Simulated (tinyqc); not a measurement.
Sputter depth profiling of a dopant layer: erosion rate, quantification and the mixing-roughness response: one step, computed by the program tinyqc.

A rastered ion beam erodes silicon (49.94 atoms per nm^3). The measured profile is the true one convolved with a depth response.

Problem. Erosion and sensitivity. Scaling chosen for the exercise: yield Y = Y1 E^0.5, mixing length w = w1 E^0.5 (E in keV). Erosion rate = Y I/(e x raster^2 x density); depth step = rate x counting time; concentration = RSF x counts/matrix counts; detection limit = RSF x 3 sqrt(background x time)/(matrix rate x time).

Inputs (values chosen for the exercise, modelled on a dopant in silicon under an oxygen or caesium beam): beam energy E = 0.35 keV; beam current = 210 nA; raster side = 500 um; sputter yield at 1 keV = 0.55; mixing length at 1 keV = 2.2 nm; relative sensitivity factor RSF = 5.9e+21 1/cm^3; matrix count rate = 840000 1/s; background count rate = 7 1/s; counting time per point = 2 s.

True profile: box.

Constants: e = 1.602176634e-19 C.

Give: yield Y; mixing length w; erosion rate; depth step; detection limit.

Solution.

yield Y = 0.3254

mixing length w = 1.302 nm

erosion rate = 0.03416 nm/s

depth step = 0.06832 nm

detection limit = 3.942e+16 1/cm^3
